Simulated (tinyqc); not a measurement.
Two-band massive Dirac model of the K valleys, step by step. Values are carried at full precision from step to step, so a last printed digit may differ when a step is redone from the rounded ones.

Basis (conduction, valence): H = [[D/2, a t (tau kx - i ky)], [a t (tau kx + i ky), -D/2 + lam tau sz]], valley tau = +/-1, spin sz = +/-1. The gap of a spin and valley is G = D - lam tau sz. Berry curvature Omega = curl of i<u|grad u>; for the conduction band Omega_c = -tau 2 a^2 t^2 G/(G^2 + 4 a^2 t^2 k^2)^(3/2), and Omega_v = -Omega_c.

Constants: hbar^2/2m0 = 3.80998211 eV angstrom^2.

Inputs chosen for the exercise (near those used for monolayer MoS2; not measured data):
- a = 3.201 angstrom (lattice constant)
- D = 1.66 eV (gap parameter)
- t = 1.18 eV (effective hopping)
- lam = 0.081 eV (half the valence spin splitting)
- tau = 1 (valley)
- sz = 1 (spin)
- k = (-0.023, 0.081) 1/angstrom (wave vector from the valley)
- h = 0.01 1/angstrom (side of the plaquette)

## Band edges of the four flavours

At k = 0: Ec = D/2, Ev = -D/2 + lam tau sz; mass m/m0 = c G/(a t)^2 for both bands, c = hbar^2/2m0; Omega_c(0) = -2 tau a^2 t^2/G^2.

Edges:
```
tau  sz  Ec (eV)  Ev (eV)  G (eV)  mass (m0)  Omega_c (angstrom^2)
1     1   0.8300  -0.7490  1.5790     0.4217               -11.445
1    -1   0.8300  -0.9110  1.7410     0.4649                -9.414
-1    1   0.8300  -0.9110  1.7410     0.4649                 9.414
-1   -1   0.8300  -0.7490  1.5790     0.4217                11.445
```

The top of the valence band has spin up at tau = +1 and spin down at tau = -1: spin and valley are locked, with 162 meV between the two valence bands (A and B transitions at 1.579 and 1.741 eV, without exciton binding).

## H at one k

Fill in the matrix and diagonalise: E = lam tau sz/2 -/+ sqrt(G^2/4 + a^2 t^2 k^2).

H (eV):
```
                 c                v
c           0.8300  -0.0869-0.3060i
v  -0.0869+0.3060i          -0.7490
```

levels (eV): -0.8107  0.8917

cos(theta) = G/(E+ - E-) = 0.9276

## Curvature, orbital moment and circular dichroism

Omega_c from the formula; orbital moment of both bands m = -tau (a t)^2 G/(c (G^2 + 4 a^2 t^2 k^2)) in Bohr magnetons (charge -e), c = hbar^2/2m0; interband strengths |P+/-|^2 proportional to (1 +/- tau cos(theta))^2 for P+/- = Px +/- i Py, and eta = (|P+|^2 - |P-|^2)/(|P+|^2 + |P-|^2) = 2 tau cos(theta)/(1 + cos^2(theta)).

Omega_c = -9.133 angstrom^2
orbital moment = -2.040 muB
eta = 0.9972

All three change sign with the valley. The selection rule, exact at k = 0, still holds to 99.7 % here.

## The curvature from a plaquette

Corners counter-clockwise around k, from (-h/2, -h/2); upper eigenvector u with its first component real and positive; Omega = -(sum of arg <u_j|u_(j+1)>)/h^2.

Corners:
```
j       kx      ky      u_c                u_v  arg <u_j|u_j+1> (rad)
1  -0.0280  0.0760  0.98297  -0.06354+0.17246i              -0.003928
2  -0.0180  0.0760  0.98406  -0.04099+0.17306i              -0.000922
3  -0.0180  0.0860  0.98027  -0.04049+0.19347i               0.004339
4  -0.0280  0.0860  0.97923  -0.06278+0.19281i               0.001425
```

Omega_c from the plaquette = -9.130 angstrom^2

The formula at the centre gives -9.133; the plaquette averages over its area.

## Checks

- Curvature formula against a plaquette of side 1e-4: both -9.1334.
- Eta against the matrix elements of dH/dkx +/- i dH/dky: both 0.99718.

(tinyqc, `OMP_NUM_THREADS=1 python tinyqc.py 1481906 1481907 out.jsonl`, Intel(R) Xeon(R) Processor @ 2.30GHz, 1 thread, shared host, about 0.01 s.)
